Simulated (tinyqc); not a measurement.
Resistance of a source-drain extension with a graded tip: two steps of the calculation.

y runs along the channel, the gate covers y > 0. The doping is N0 for y < y0 and N0 10^(-(y - y0)/la) beyond, uniform over the depth xj. Sheet conductance s(y) = q mu(N) max(N - Nch, 0) xj + (for y > 0) ma Cox Vo, with mu(N) = u0 + (u1 - u0)/(1 + (N/Nr)^au) and Cox = eps0 eox/tox. Current is taken as one-dimensional; depletion of the tip, spreading and the contact are left out. The metallurgical junction lies at yj, where N = Nch.

Inputs (values chosen for the exercise); mobility law close to that of electrons in silicon:
```
symbol   value        unit                                                                 meaning
eox        3.9              relative permittivity of the gate insulator (close to silicon dioxide)
tox        3.9          nm                                                     insulator thickness
N0      2.7e20       cm^-3                        active doping of the extension far from the gate
la         3.8   nm/decade                                                      lateral abruptness
y0         0.9          nm          position under the gate where the fall begins (gate edge at 0)
xj          27          nm                                                  depth of the extension
Nch     7.3e17       cm^-3                                                          channel doping
Vo        0.39           V                                                          gate overdrive
ma          95  cm^2/(V s)                                      mobility of the gate-induced layer
u1        1414  cm^2/(V s)                                                  mobility at low doping
u0        68.5  cm^2/(V s)                                                 mobility at high doping
Nr      9.2e16       cm^-3                                                        reference doping
au       0.711                                                                            exponent
Lg          90          nm                                                             gate length
```

Constants: q = 1.602176634e-19 C, eps0 = 8.8541878128e-14 F/cm where lengths are in cm. Results are converted to the units shown.

Question 1. Sheet resistances and junction position. yj = y0 + la log10(N0/Nch); sheet resistance of the full extension 1/[q mu(N0)(N0 - Nch) xj] and of the gate-induced layer 1/(ma Cox Vo); metallurgical length Lg - 2 yj; ye is where the doped and the gate-induced conductances are equal.

Wanted: yj; sheet resistance of the extension; sheet resistance of the induced layer; metallurgical length; ye; N at ye.

Answer 1.

yj = 10.66 nm
sheet resistance of the extension = 117.5 ohm/square
sheet resistance of the induced layer = 3.048e4 ohm/square
metallurgical length = 68.68 nm
ye = 10.13 nm
N at ye = 1.004e18 cm^-3

The gate takes over 0.527 nm before the junction, where N is still 1.38 times the channel doping.

Question 2. Resistance of the overlapped part. Midpoint rule on 8 equal steps from 0 to yj: R_ov = sum h/s(y), per width.

Give: y; N; doped conductance; sheet resistance; R_ov.

Answer 2.

```
point	y (nm)	N (cm^-3)	doped conductance (uS)	sheet resistance (ohm/square)
0	0.66616	2.7000e20	8513.9	117.00
1	1.9985	1.3877e20	4529.6	219.18
2	3.3308	6.1898e19	2156.6	456.74
3	4.6631	2.7610e19	1063.0	912.61
4	5.9954	1.2316e19	544.53	1732.1
5	7.3278	5.4935e18	284.71	3149.5
6	8.6601	2.4504e18	139.47	5804.6
7	9.9924	1.0930e18	41.782	13407
```

R_ov = 34.372 ohm um

Numbers from tinyqc (`OMP_NUM_THREADS=1 python tinyqc.py 2282210 2282211 out.jsonl`; about 0.07 s on one thread of a shared Intel Xeon 2.30GHz).
